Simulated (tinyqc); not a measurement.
Geometry optimisation on the RHF/sto-6g surface (energies and gradients from PySCF), for H3-, spin multiplicity 1, step by step. The basis has no diffuse functions, so it cannot describe the extra electron: this is an exercise in the method, not the real anion. Computed by tinyqc, a small Python program that keeps every step (integrals from PySCF). Settings: charge = -1, multiplicity = 1, basis = sto-6g, optimiser = bfgs, first Hessian = 0.15, largest step = 0.3, iteration cap = 30. Command: `OMP_NUM_THREADS=1 python tinyqc.py 27258 27259 out.jsonl` (the two numbers bound the seeds that draw the settings). One thread of a shared host (Intel(R) Xeon(R) Processor @ 2.60GHz), about 0.4 s of CPU time with the checks.

## Step 1: energy and gradient

positions at the start (bohr), order 1H, 2H, 3H:
```
[[0.069920, 0.022677, -0.039684],
 [0.030236, -0.051023, 1.508001],
 [0.062361, 0.073699, -1.388949]]
```

Self-consistent energy and analytic gradient at these positions.

energy = -1.26965793 hartree

gradient (hartree/bohr), order 1H, 2H, 3H:
```
[[0.00220958, 0.00286862, -0.05496850],
 [0.00072654, 0.00700498, -0.17125276],
 [-0.00293612, -0.00987360, 0.22622125]]
```

## Step 1: move

Quasi-Newton step p = -H^(-1) g (first H = 0.15 times the unit matrix); steps longer than 0.3 bohr are cut back (factor 0.156 here).

positions after step 1 (bohr), order 1H, 2H, 3H:
```
[[0.067629, 0.019702, 0.017318],
 [0.029482, -0.058287, 1.685589],
 [0.065406, 0.083938, -1.623538]]
```

## Step 2: energy and gradient

As before.

energy = -1.32604554 hartree

gradient (hartree/bohr), order 1H, 2H, 3H:
```
[[0.00254123, 0.00092503, -0.00322457],
 [-0.00044731, 0.00283035, -0.07506913],
 [-0.00209392, -0.00375538, 0.07829369]]
```

## Step 2: move

inverse Hessian in use (bohr^2/hartree):
```
[[6.667341, 0.000215, -0.000075, -0.000135, 0.000684, -0.018346, -0.000539, -0.000898, 0.018421],
 [0.000215, 6.666087, 0.016357, -0.000393, -0.001209, 0.027442, 0.000179, 0.001789, -0.043798],
 [-0.000075, 0.016357, 6.252750, 0.008866, 0.035981, -0.838922, -0.008792, -0.052337, 1.252839],
 [-0.000135, -0.000393, 0.008866, 6.666505, -0.000908, 0.021666, 0.000298, 0.001302, -0.030533],
 [0.000684, -0.001209, 0.035981, -0.000908, 6.664218, 0.054672, 0.000225, 0.003658, -0.090653],
 [-0.018346, 0.027442, -0.838922, 0.021666, 0.054672, 5.456932, -0.003320, -0.082113, 2.048657],
 [-0.000539, 0.000179, -0.008792, 0.000298, 0.000225, -0.003320, 6.666908, -0.000403, 0.012112],
 [-0.000898, 0.001789, -0.052337, 0.001302, 0.003658, -0.082113, -0.000403, 6.661219, 0.134451],
 [0.018421, -0.043798, 1.252839, -0.030533, -0.090653, 2.048657, 0.012112, 0.134451, 3.365170]]
```

Quasi-Newton step p = -H^(-1) g (the inverse Hessian comes from BFGS updates; coordinates in the order x, y, z of each atom); steps longer than 0.3 bohr are cut back (factor 0.988 here).

positions after step 2 (bohr), order 1H, 2H, 3H:
```
[[0.048100, 0.019095, -0.122190],
 [0.036433, -0.065726, 1.928689],
 [0.077983, 0.091984, -1.727131]]
```

## Convergence

Stop when the largest gradient component is below 3e-5 hartree/bohr. The inverse Hessian follows the BFGS update with s = step, y = change of gradient.

Course of the optimisation:
```
step  E (hartree)  largest gradient (hartree/bohr)
1     -1.26965793                         2.26e-01
2     -1.32604554                         7.83e-02
3     -1.33890057                         3.61e-02
4     -1.34202420                         6.04e-03
5     -1.34224064                         3.01e-03
6     -1.34231849                         3.98e-04
7     -1.34232002                         6.70e-05
8     -1.34232004                         1.19e-05
```

Final distances (angstrom):
```
pair   distance
2H-1H  1.000165
3H-1H  1.000224
3H-2H  2.000389
```

Converged in 8 steps.
